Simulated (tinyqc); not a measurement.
# From thread density of the buffer back to grading rate (misfit per thickness) R_f

Model: kinetics of strain relaxation and threading dislocations in mismatched semiconductor layers. Computed by tinyqc, a small Python program. Command: `OMP_NUM_THREADS=1 python tinyqc.py 3027258 3027259 out.jsonl threading inv`. One thread of a shared host (Intel(R) Xeon(R) Processor @ 2.30GHz), about 0.01 s of CPU time with the checks.

60-degree dislocations on {111} planes of a (001) layer, isotropic elasticity. The Schmid factor is 1/sqrt(6), and a misfit segment relieves strain with b/2.

Inputs (values chosen for the exercise, modelled on Si(0.8)Ge(0.2) on Si): misfit f = 0.00788; shear modulus G = 63.7 GPa; Poisson ratio nu = 0.27; Burgers vector b = 3.88 angstrom; glide activation energy Q = 2.1 eV; velocity prefactor v0 = 26000 m/s per MPa; growth temperature of the buffer T_g = 950 K; growth rate R_g = 1.2 nm/s.

Constants: k_B = 8.617333262e-05 eV/K.

Method. In steady grading, strain is fed at R_f R_g and relieved at (b/4) rho v. As a glide-limited estimate, the driving stress is taken as the mean stress of the strained top zone, whose depth z solves R_f z/2 = e_eq(z), with strain R_f z at the surface; tau_g = S R_f z/2 is its mean; then rho = 4 R_f R_g/(b m tau_g), m = v0 exp(-Q/(k_B T_g)), S = (1/sqrt 6) 2 G (1 + nu)/(1 - nu), e_eq(z) = b (1 - nu/4) [ln(z/b) + 1]/(4 pi (1 + nu) z).

Question. A run gave the result below. Find the grading rate (misfit per thickness) R_f, known to lie between 0.0048 and 0.0095 1/micrometre.

thread density of the buffer = 641606.9 1/cm^2

Answer.

Each step takes the trial c = (a f_b - b f_a)/(f_b - f_a), f being the result less the target and a, b, c the logarithms of the listed values; c replaces end b, the old b replaces a if the sign of f changed, and otherwise f_a is halved.

Scan of the range:
```
grading rate (misfit per thickness) R_f (1/micrometre)  thread density of the buffer (1/cm^2)
0.00480                                                                                544928
0.00538                                                                                579267
0.00603                                                                                615787
0.00675                                                                                654189
0.00757                                                                                695705
0.00848                                                                                739432
0.00950                                                                                785966
```

False position (Illinois rule, in the logarithm of the input) inside the bracket:
```
step       end a       end b       trial  thread density of the buffer (1/cm^2)
1     0.00603000  0.00675000  0.00650510                                 641348
2     0.00675000  0.00650510  0.00650995                                 641604
3     0.00675000  0.00650995  0.00651005                                 641609
4     0.00650995  0.00651005  0.00651000                                 641607
```

Thread density of the buffer rises at every point of a 13-point scan of the range (every second point is shown), so one value fits; it is bracketed by 0.00603 and 0.00675. Answer: grading rate (misfit per thickness) R_f = 0.006510 1/micrometre.
